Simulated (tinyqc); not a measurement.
From results back to parameters: ellipsoidal valleys in the axes of a wafer and a channel. Two cases, with inputs chosen for the exercise.

Problem. A valley whose axis makes az^2 = 0.333333 with the surface normal has 1/mz = az^2/ml + (1 - az^2)/mt and mz md^2 = ml mt^2. Its confinement and density-of-states masses are given, and ml > mt.

Find: ml mt^2; mt; ml.

Method. Put ml = (mz md^2)/mt^2 into the first relation and solve for mt below (mz md^2)^(1/3), the value at which ml = mt; a scan of that range finds one root.

Case 1.

mz, md (m0): 0.1198890  0.2976822

Solution.

ml mt^2 = 0.010624
mt = 0.082 m0
ml = 1.580 m0

Case 2.

mz, md (m0): 0.2546990  0.3559827

Solution.

ml mt^2 = 0.032276
mt = 0.187 m0
ml = 0.923 m0

Computed by tinyqc, one run a case: `OMP_NUM_THREADS=1 python tinyqc.py N N+1 out.jsonl` with N = 1880071, 1880098; one thread of a shared Intel(R) Xeon(R) Processor @ 2.30GHz, about 0.01 s a run at most.
